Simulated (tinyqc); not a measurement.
# Inputs raised by 5 %, one at a time

Model: epitaxial growth on a vicinal surface: Burton-Cabrera-Frank step flow, step-edge barrier and island nucleation. Computed by tinyqc, a small Python program. Command: `OMP_NUM_THREADS=1 python tinyqc.py 3027173 3027174 out.jsonl stepflow sens`. One thread of a shared host (Intel(R) Xeon(R) Processor @ 2.30GHz), about 0.02 s of CPU time with the checks.

Adatoms land at rate F, hop on a square grid (a simplification for hexagonal faces), desorb, or join steps. Lengths are in units of a and n is the adatom coverage. Steps ascend at x = 0 and descend at x = l.

Inputs (values chosen for the exercise, close to those used for Si(111)):

| quantity | value | unit |
|---|---|---|
| site spacing a | 3.84 | angstrom |
| step height h | 3.14 | angstrom |
| diffusion barrier E_d | 1.09 | eV |
| desorption energy E_a | 2.89 | eV |
| adatom formation energy E_f | 0.997 | eV |
| step-edge barrier E_s | 0.047 | eV |
| attempt frequency nu | 5 | THz |
| deposition rate F | 7.7 | layers/s |
| miscut angle | 0.5 | degrees |
| temperature T | 670 | C |
| critical nucleus size i | 1 | - |

Constants: k_B = 8.617333262e-05 eV/K.

Method:
- D = nu exp(-E_d/(k_B T)) (a^2/s, nu counted per direction); tau = exp(E_a/(k_B T))/nu; x_s = sqrt(D tau); n_eq = exp(-E_f/(k_B T)); terrace width l = h/(a tan(miscut)); Schwoebel length l_s = exp(E_s/(k_B T)) - 1.
- Temperatures in kelvin are T(C) + 273.15.
- D n'' - n/tau + F = 0 with n(0) = n_eq and -l_s n'(l) = n(l) - n_eq. With u = n - F tau, A = n_eq - F tau, y = l/x_s, s = l_s/x_s: u = A cosh(x/x_s) + B sinh(x/x_s), B = A (1 - cosh y - s sinh y)/(sinh y + s cosh y). Flux into the ascending step J+ = D B/x_s, over the descending one J- = -(D/x_s)(A sinh y + B cosh y); step velocity J+ + J-; growth rate (J+ + J-)/l. For small y: J+ + J- = (F - n_eq/tau) l, J-/J+ = l/(l + 2 l_s).
- The coverage peaks where n' = 0, tanh(x/x_s) = -B/A.
- Island density on a flat surface without desorption: N = 0.25 (F/D)^(i/(i+2)) exp(E_i/((i+2) k_B T)) per site, with E_i = 0 for i = 1; spacing l_n = N^(-1/2). Step flow needs an effective width l_eff = 2 x(peak) below l_n.

Runs:

| input moved | from | to | ratio l_eff/l_n | peak coverage | J- (atoms per step site and s) | growth rate (layers/s) |
|---|---|---|---|---|---|---|
| base run | - | - | 4.7456 | 0.0011517 | 357.76 | 7.7000 |
| diffusion barrier E_d (eV) | 1.09 | 1.1445 | 5.3068 | 0.0022475 | 357.76 | 7.7000 |
| desorption energy E_a (eV) | 2.89 | 3.0345 | 4.7456 | 0.0011517 | 357.76 | 7.7000 |
| step-edge barrier E_s (eV) | 0.047 | 0.04935 | 4.7482 | 0.0011529 | 357.56 | 7.7000 |
| miscut angle (degrees) | 0.5 | 0.525 | 4.5215 | 0.0010459 | 340.58 | 7.7000 |
| attempt frequency nu (THz) | 5 | 5.25 | 4.7072 | 0.0010971 | 357.76 | 7.7000 |
| adatom formation energy E_f (eV) | 0.997 | 1.04685 | 4.7456 | 0.0011495 | 357.76 | 7.7000 |

Exponents ln(y'/y) / ln(x'/x):

| input | ratio l_eff/l_n | peak coverage | J- | growth rate |
|---|---|---|---|---|
| diffusion barrier E_d | 2.291 | 13.703 | 0.000 | 0 |
| desorption energy E_a | 0.000 | 0.000 | 0.000 | 0 |
| step-edge barrier E_s | 0.011 | 0.022 | -0.011 | 0 |
| miscut angle | -0.992 | -1.975 | -1.009 | 0 |
| attempt frequency nu | -0.167 | -0.996 | 0.000 | 0 |
| adatom formation energy E_f | 0.000 | -0.038 | 0.000 | 0 |

Among the inputs moved here: ratio l_eff/l_n answers most in size to diffusion barrier E_d (exponent +2.291), next to miscut angle (-0.992); its exponent is below 0.0005 for desorption energy E_a, adatom formation energy E_f. Its exponent -0.992 in miscut angle: terraces narrow as the miscut grows. Peak coverage answers most in size to diffusion barrier E_d (exponent +13.703), next to miscut angle (-1.975); its exponent is below 0.0005 for desorption energy E_a. Its exponent -1.975 in miscut angle: the excess coverage scales as F l^2/D. J- answers most in size to miscut angle (exponent -1.009), next to step-edge barrier E_s (-0.011); its exponent is below 0.0005 for diffusion barrier E_d, desorption energy E_a, attempt frequency nu, adatom formation energy E_f. Growth rate hardly depends on these (all exponents below 0.005).

Caution (all rows): twice the distance from the ascending step to the coverage peak exceeds the expected island spacing [0.25 (F/D)^(i/(i+2)) exp(E_i/((i+2) k_B T))]^(-1/2) by 40 % or more, so islands nucleate and the step-flow values are formal. Caution (all rows): the prefactor 0.25 and the criterion are estimates, good to a factor of about two in length.

Extremes, crossings and ranges named in words are read from the listed rows.
